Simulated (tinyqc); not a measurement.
Vacuum evaporation: vapour pressure, source flux, thickness distribution, purity and step coverage: one step, computed by the program tinyqc.

Molecular flow, unit sticking of the metal, no re-evaporation. The background gas is taken as water vapour (18.015 g/mol, collision diameter 0.37 nm) at 300 K.

Task: Rate and uniformity on a fixed wafer above the source. A small source emits (n + 1) Phi area cos^n(phi)/(2 pi) per solid angle; on a parallel plane at height h and lateral distance l the arrival rate is (n + 1) Phi area/(2 pi h^2) x (1 + (l/h)^2)^(-(n + 3)/2). Growth rate = arrival rate x m/rho, m = M u. The wafer is fixed and centred above the source.

Inputs (values chosen for the exercise, modelled on gold, with constants for the liquid): molar mass M = 196.97 g/mol; film density rho = 19.3 g/cm^3; source temperature T = 1620 K; source area = 1.9 cm^2; directionality n = 4; source-to-wafer distance h = 40 cm; wafer radius R = 5 cm.

flux Phi = 2.022771e+17 1/(cm^2 s)

Constants: u = 1.6605390666e-27 kg.

Give: arrival rate at the centre; growth rate at the centre; edge over centre; non-uniformity (max - min)/(max + min); share of the material that lands on the wafer, 1 - (1 + (R/h)^2)^(-(n + 1)/2).

Result:

arrival rate at the centre = 1.9115e+14 1/(cm^2 s)

growth rate at the centre = 0.032394 nm/s

edge over centre = 0.94718

non-uniformity (max - min)/(max + min) = 2.7126 %

share of the material that lands on the wafer, 1 - (1 + (R/h)^2)^(-(n + 1)/2) = 3.8019 %
